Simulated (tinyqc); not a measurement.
Resistance of a circular point contact between the ballistic and the diffusive limit: effect of the mean free path.

Two half-spaces of a free-electron metal (one valley, spin 2) meet through a circular opening of radius a in an insulating sheet.

kF = (3 pi^2 n)^(1/3), resistivity rho = hbar kF/(n q^2 l). Maxwell: RM = rho/(2 a); Sharvin: RS = 4 rho l/(3 pi a^2); interpolation R = RS + gamma RM, gamma = (1 + 0.83 K)/(1 + 1.33 K), K = l/a.

Inputs (values chosen for the exercise): free-electron density n = 5e20 cm^-3; radius of the opening a = 24 nm.

Constants: q = 1.602176634e-19 C, hbar = 1.054571817e-34 J s. Results are converted to the units shown.

The same in every row: RS (ohm) = 14.87.

Results:
```
l (nm)  K = l/a  RM (ohm)  R (ohm)
1.3     0.05417     323.3    330.0
3.7      0.1542     113.6    121.2
28        1.167     15.01    26.45
78        3.250     5.389    18.61
220       9.167     1.911    16.11
600       25.00    0.7005    15.31
```

Estimate the missing row, l = 10 nm.

Computed row:
```
l (nm)  K = l/a  RM (ohm)  R (ohm)
10       0.4167     42.03    51.26
```

With this row back in the table: R falls from 330 to 15.3 ohm. RS stays at 14.9 ohm, since rho l depends on n alone, and R is 3.0 % above it in the last row: a cleaner metal cannot lower R below the Sharvin value.

tinyqc, about 0.01 s, one thread, Intel Xeon 2.30GHz (shared host): `OMP_NUM_THREADS=1 python tinyqc.py 2760051 2760052 out.jsonl`
